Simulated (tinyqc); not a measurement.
sp3s* tight binding: one step. Levels at this k. The numbers come from values chosen for the exercise (near a published set for InP, fitted to gaps, whose masses and valley positions are rough).

H(k) (eV):
```
             sa          xa          ya          za         s*a          sc         xc         yc         zc
sa    -8.509000           0           0           0           0   -4.491003  0.816809i  0.816809i  -0.353465
xa            0    0.880000           0           0           0  -2.031636i   1.571682  -0.671599  1.551974i
ya            0           0    0.880000           0           0  -2.031636i  -0.671599   1.571682  1.551974i
za            0           0           0    0.880000           0    0.879167  1.551974i  1.551974i   1.571682
s*a           0           0           0           0    8.258000           0  1.268770i  1.268770i  -0.549046
sc    -4.491003   2.031636i   2.031636i    0.879167           0   -1.482000          0          0          0
xc   -0.816809i    1.571682   -0.671599  -1.551974i  -1.268770i           0   4.034000          0          0
yc   -0.816809i   -0.671599    1.571682  -1.551974i  -1.268770i           0          0   4.034000          0
zc    -0.353465  -1.551974i  -1.551974i    1.571682   -0.549046           0          0          0   4.034000
s*c           0   1.634712i   1.634712i    0.707403           0           0          0          0          0

            s*c
sa            0
xa   -1.634712i
ya   -1.634712i
za     0.707403
s*a           0
sc            0
xc            0
yc            0
zc            0
s*c    7.047000
```

Problem. Diagonalise H, which belongs to k = (0.26, 0.26, 0) (2 pi/a). Four bands are filled (two electrons each); give the make-up of band 5, the lowest empty one.

Give: levels; weights of band 5; weight of band 5 on atom a.

Solution.

levels (eV): [-10.9082, -2.7557, -0.7936, -0.2851, 2.3821, 4.3484, 5.1991, 5.6619, 8.0888, 9.1183]

weights of band 5: s 0.586, p 0.356, s* 0.058

weight of band 5 on atom a = 0.284

The vertical gap at this k is 2.6672 eV; band 5 is mostly s-like.

Program tinyqc; command `OMP_NUM_THREADS=1 python tinyqc.py 1451489 1451490 out.jsonl`; about 0.1 s on one thread of a shared Intel(R) Xeon(R) Processor @ 2.30GHz.
